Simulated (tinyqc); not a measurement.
Vacuum evaporation: vapour pressure, source flux, thickness distribution, purity and step coverage: one step, computed by the program tinyqc.

Molecular flow, unit sticking of the metal, no re-evaporation. The background gas is taken as water vapour (18.015 g/mol, collision diameter 0.37 nm) at 300 K.

Task: Offset source and rotation. Rotating wafer, source offset by s and facing upwards: thickness at radius r is the mean over the angle a of (1 + (r^2 + s^2 - 2 r s cos a)/h^2)^(-(n + 3)/2), by 360 equal steps; non-uniformity (max - min)/(max + min) over 21 radii from 0 to R.

Inputs (values chosen for the exercise, modelled on gallium, with constants for the liquid): directionality n = 4; source-to-wafer distance h = 36 cm; wafer radius R = 15 cm; source offset from the axis s/h = 0.35.

Give: centre thickness relative to an axial source; edge over centre, rotating; non-uniformity, rotating.

Result:

centre thickness relative to an axial source = 0.6673

edge over centre, rotating = 0.7400

non-uniformity, rotating = 14.94 %
